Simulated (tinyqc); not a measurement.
Current of a Schottky diode by thermionic-emission-diffusion theory, and its read-back from I-V-T and C-V data: one step, computed by the program tinyqc. Command: `OMP_NUM_THREADS=1 python tinyqc.py 3009490 3009491 out.jsonl schottky walk`. One thread of a shared host (Intel(R) Xeon(R) Processor @ 2.30GHz), about 0.01 s of CPU time with the checks.

Full ionisation, no tunnelling, no recombination current. V is the voltage across the junction itself, forward positive.

Problem. Current. N_c(T) = N_c (T/300 K)^(3/2); V_bi = phi_0 - (k_B T/e) ln(N_c(T)/N); surface field F = sqrt(2 e N (V_bi - V - k_B T/e)/(eps eps_0)); image lowering d_phi = sqrt(e F/(4 pi eps eps_0)); effective barrier phi = phi_0 - d_phi. Collection velocity v_R = A* T^2/(e N_c(T)); diffusion velocity v_D = mu F; J = e N_c(T) v_R/(1 + v_R/v_D) exp(-phi/k_B T) [exp(e V/k_B T) - 1]. Terminal voltage V + J R_s.

Inputs (values chosen for the exercise, modelled on n-type GaN):
```
quantity                                     value           unit
Richardson constant A*                          25   A/(cm^2 K^2)
effective density of states at 300 K, N_c  2.3e+18         1/cm^3
permittivity eps                               9.7              -
mobility mu                                   1000     cm^2/(V s)
barrier without image force phi_0            0.952             eV
doping N                                   1.2e+16         1/cm^3
series resistance R_s                         0.11  milliohm cm^2
junction voltage V                            0.51              V
temperature T                                  300              K
```

Barrier: uniform.

Constants: k_B = 8.617333262e-05 eV/K; e = 1.602176634e-19 C; eps_0 = 8.8541878128e-12 F/m.

Give: v_R; v_D; current density J; terminal voltage.

Solution.

v_R = 6.1058e+06 cm/s

v_D = 3.5424e+07 cm/s

current density J = 0.17502 A/cm^2

terminal voltage = 0.51002 V

v_D/v_R = 5.80: emission over the barrier limits the current.
